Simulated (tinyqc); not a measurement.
Three programmes: liquidus of a compound AB in a simple-solution melt, liquid-phase epitaxy and vapour pressures. Computed by tinyqc, a small Python program. Command: `OMP_NUM_THREADS=1 python tinyqc.py 3031283 3031284 out.jsonl liq35 walk`. One thread of a shared host (Intel(R) Xeon(R) Processor @ 2.30GHz), about 0.05 s of CPU time with the checks.

x is the atom fraction of B in the melt. The melt is a simple solution: R T ln gamma_B = W (1 - x)^2, R T ln gamma_A = W x^2, W = a + b T. The solid AB is stoichiometric.

Inputs (values chosen for the exercise, modelled on GaSb for the melt):

| quantity | value | unit |
|---|---|---|
| melting point T_F | 983 | K |
| entropy of fusion S_F | 66.1 | J/(mol K) |
| interaction a | 19.6 | kJ/mol |
| interaction slope b | -24.1 | J/(mol K) |
| saturation temperature T | 736 | K |
| step dT | 3.1 | K |
| cooling rate c | 0.28 | K/min |
| diffusivity in the melt D | 9.2e-05 | cm^2/s |
| molar volume of the melt V_L | 11.9 | cm^3/mol |
| lattice constant a0 | 6.096 | angstrom |
| melt depth w | 7.7 | mm |

Constants: R = 8.314462618 J/(mol K); N_A = 6.02214076e+23 1/mol; k_B = 8.617333262e-05 eV/K.

Method:
- Liquidus (Vieland): f(x) = R T ln[4 x (1 - x)] + 2 W (1/2 - x)^2 + S_F (T_F - T) = 0.
- Newton steps with f' = (1 - 2x)[R T/(x (1 - x)) - 2 W], from the dilute estimate x = (1/4) exp[-(S_F (T_F - T) + W/2)/(R T)]; stop below 1e-13; f under 1e-6 shown as 0.
- dx/dT = -(df/dT)/f', df/dT = R ln[4 x (1 - x)] + 2 b (1/2 - x)^2 - S_F, f' = (1 - 2x)[R T/(x (1 - x)) - 2 W]. Concentrations: C_L = x N_A/V_L in the melt, C_S = 4/a0^3 in the solid; m = dT/dC_L.
- Semi-infinite melt (Hsieh): step d = 2 dT sqrt(D t/pi)/(C_S m); ramp d = (4/3) c sqrt(D/pi) t^(3/2)/(C_S m); supercooling is their sum. A melt of depth w can give at most w (undercooling)/(C_S m).

C_S = 1.76573e+22 1/cm^3

slope m = 7.66422e-20 K cm^3

dx/dT = 2.57827e-04 1/K

solubility x = 0.0152690

Thickness (micrometre):

| t (min) | step | ramp | supercooling | sqrt(D t) (mm) |
|---|---|---|---|---|
| 0.2 | 0.8588 | 1.0343e-02 | 0.869 | 0.3323 |
| 0.5 | 1.3579 | 4.0884e-02 | 1.399 | 0.5254 |
| 1.0 | 1.9204 | 1.1564e-01 | 2.036 | 0.7430 |
| 2.0 | 2.7159 | 3.2707e-01 | 3.043 | 1.0507 |
| 5.0 | 4.2942 | 1.2929e+00 | 5.587 | 1.6613 |
| 10.0 | 6.0729 | 3.6568e+00 | 9.730 | 2.3495 |
| 20.0 | 8.5883 | 1.0343e+01 | 18.931 | 3.3226 |

What does the comparison show, and why?

Step cooling goes as t^(1/2), ramp cooling as t^(3/2); they are equal at t = 3 dT/(2 c) = 16.6 min. The local exponent of their sum runs from 0.52 to 0.96. Rows with sqrt(D t) above about half the depth of 7.7 mm are overestimates.
